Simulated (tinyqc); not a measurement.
Inside a calculation. Model: Raman shift of the zone-centre optical phonon of a diamond-structure crystal under stress. Computed by tinyqc, a small Python program that keeps every step. Command: `OMP_NUM_THREADS=1 python tinyqc.py 3017143 3017144 out.jsonl ramanstress walk`. One thread of a shared host (Intel(R) Xeon(R) Processor @ 2.30GHz), about 0.01 s of CPU time with the checks. Intermediate numbers are printed to about 6 digits and carried at full precision; extremes and crossings named in words are read from the listed rows.

Axes x, y, z are the cube axes. Strain shifts the threefold optical mode and can split it; p, q and r are the phonon deformation potentials.

Inputs (values chosen for the exercise, modelled on germanium):

| quantity | value | unit |
|---|---|---|
| unstrained frequency omega_0 | 301.2 | 1/cm |
| p/omega_0^2 | -1.47 | - |
| q/omega_0^2 | -1.85 | - |
| r/omega_0^2 | -1.1 | - |
| C11 | 130.3 | GPa |
| C12 | 48.23 | GPa |
| C44 | 67.58 | GPa |
| stress sigma (tension positive) | 2.7 | GPa |
| polarisation angle phi | 20 | degree |
| temperature coefficient d omega/dT | -0.017 | 1/(cm K) |
| local temperature T | 330 | K |
| laser wavelength | 632.8 | nm |

Stress state: hydrostatic. Axis: none.

Constants: h = 6.62607015e-34 J s; c = 299792458 m/s; k_B = 1.380649e-23 J/K.

## Compliances

S11 = (C11 + C12)/D, S12 = -C12/D, D = (C11 - C12)(C11 + 2 C12), S44 = 1/C44.

S11 = 9.59313 1/TPa

S12 = -2.59159 1/TPa

S44 = 14.7973 1/TPa

## Stress and strain tensors

Hydrostatic stress: sigma_ij = sigma delta_ij. eps_xx = S11 sigma_xx + S12 (sigma_yy + sigma_zz), and cyclic; eps_xy = S44 sigma_xy/2 (tensor strain).

stress (GPa):
```
     x    y    z
x  2.7  0.0  0.0
y  0.0  2.7  0.0
z  0.0  0.0  2.7
```

strain (per mille):
```
         x        y        z
x  11.9069   0.0000   0.0000
y   0.0000  11.9069   0.0000
z   0.0000   0.0000  11.9069
```

volume strain = 35.7206 per mille

## Secular matrix and shifts

Secular matrix: M_xx = p eps_xx + q (eps_yy + eps_zz), M_xy = 2 r eps_xy; its eigenvalues are omega^2 - omega_0^2, and the shifts are these over 2 omega_0.

M/(2 omega_0) (1/cm):
```
          x         y         z
x  -9.27071   0.00000   0.00000
y   0.00000  -9.27071   0.00000
z   0.00000   0.00000  -9.27071
```

shifts, in rising order (1/cm): -9.27071  -9.27071  -9.27071

The three modes stay degenerate. Tension softens every mode.

## Mean shift and Grueneisen parameter

gamma = -(p + 2q)/(6 omega_0^2); the mean of the three shifts is -gamma omega_0 x (volume strain).

mode Grueneisen parameter gamma = 0.861667

mean shift = -9.27071 1/cm

## The line seen from a (001) surface

Backscattering from a (001) surface: incident polarisation (cos phi, sin phi, 0). With Raman tensors (R_z)_xy = (R_z)_yx = 1 and cyclic, only the z component u_z of a mode counts: I = u_z^2 sin^2(2 phi) for parallel and u_z^2 cos^2(2 phi) for crossed polarisers. An unresolved line sits at the intensity-weighted shift, which is M_zz/(2 omega_0).

total intensity, parallel = 0.413176

total intensity, crossed = 0.586824

shift of the observed line = -9.27071 1/cm

shift per stress = -3.43359 1/(cm GPa)

stress per shift = -291.240 MPa cm

The z-polarised mode is an eigenmode here, so one line is seen. Caution: this stress has components normal to the (001) face, so it cannot reach a free (001) surface; it can act on buried material.

## The same stress in different states

Uniaxial: sigma n n^T; biaxial: sigma (1 - n n^T); hydrostatic: sigma 1. The line seen from (001) is taken as unresolved, at the intensity-weighted shift M_zz/(2 omega_0).

Shifts (1/cm):

| state | lowest | middle | highest | line seen from (001) |
|---|---|---|---|---|
| uniaxial [100] | -3.71781 | -3.71781 | -1.83508 | -3.71781 |
| uniaxial [110] | -6.08573 | -3.71781 | 0.53283 | -3.71781 |
| uniaxial [001] | -3.71781 | -3.71781 | -1.83508 | -1.83508 |
| uniaxial [111] | -7.50261 | -0.88405 | -0.88405 | -3.09024 |
| biaxial, normal [001] | -7.43562 | -5.55289 | -5.55289 | -7.43562 |
| biaxial, normal [111] | -8.38666 | -8.38666 | -1.76810 | -6.18047 |
| hydrostatic | -9.27071 | -9.27071 | -9.27071 | -9.27071 |

Seen from (001), uniaxial stress along [100] and along [110] give the same shift (-3.718), and equal biaxial stress in the plane gives twice as much (-7.436), since only sigma_xx + sigma_yy and sigma_zz enter M_zz. Stress along [001] gives -1.835. One measured shift therefore fixes the stress only once its state is assumed: read as uniaxial in the plane, a shift implies twice the stress that it does read as biaxial. In the two [111] rows the modes seen are split by 6.6 per cm, more than a line width, so two lines appear there in place of one.

## Heating mistaken for stress

A temperature above 300 K shifts the line by (d omega/dT)(T - 300 K); divided by the shift per stress it poses as a stress; the total shift adds it to the shift of the observed line. The anti-Stokes to Stokes ratio is [(omega_L + omega_0)/(omega_L - omega_0)]^3 exp(-h c omega_0/(k_B T)) in photon counts, omega_L = 1/wavelength, resonance effects left out.

thermal shift = -0.51 1/cm

apparent stress from heating = 0.148532 GPa

total shift = -9.78071 1/cm

anti-Stokes/Stokes ratio = 0.301545

Heating poses as tension, 6 % of the true stress in size; the intensity ratio gives T apart from the shift.

Checks made by the program: mean of the eigenvalues against the trace rule (relative difference below 1e-10); weighted mean of the modes against M_zz (relative difference below 1e-10).
